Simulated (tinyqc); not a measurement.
Spreading the carriers over a thicker layer: defect, radiative and Auger recombination at equal electron and hole densities (ABC model).

J/(e d) = Ae n + B n^2 + C n^3 with Ae = A + 4 S/w (four side walls, carriers spread evenly), e = 1.602176634e-19 C, lengths in cm; internal efficiency IQE = B n^2/(Ae n + B n^2 + C n^3); all injected carriers recombine in the layer.

Inputs chosen for the exercise (orders of magnitude like those quoted for GaN; shifted at random, so the results belong to these values and not to a real crystal): A = 24000000 1/s (defect rate); B = 2.2e-12 cm^3/s (radiative coefficient); C = 4.2e-31 cm^6/s (Auger coefficient); S = 43 cm/s (recombination velocity of the side walls); w = 93 micrometre (side of the square mesa); d = 3.1 nm (active thickness); J = 580 A/cm^2 (current density).

d is multiplied by the factor listed, at the same J.

Results:
```
factor  n (1/cm^3)  defect  radiative  Auger
0.10      6.33e+19  0.0130     0.0754  0.912
0.20      4.98e+19  0.0205     0.0933  0.886
0.50      3.60e+19  0.0370      0.122  0.841
1.0       2.81e+19  0.0577      0.148  0.794
2.0       2.17e+19  0.0892      0.177  0.734
5.0       1.52e+19   0.156      0.217  0.627
10        1.13e+19   0.233      0.242  0.524
20        8.25e+18   0.339      0.257  0.404
```

The best factor listed is 20 (IQE 0.2565); the optimum factor equals J/J_peak = 23.9, a layer of 74 nm, since only J/d matters and the peak value 0.257 does not depend on d. A thicker layer trades Auger loss (0.912 to 0.404) for defect loss (0.013 to 0.339).

Program tinyqc; command `OMP_NUM_THREADS=1 python tinyqc.py 1650206 1650207 out.jsonl`; about 0.01 s on one thread of a shared Intel(R) Xeon(R) Processor @ 2.30GHz.
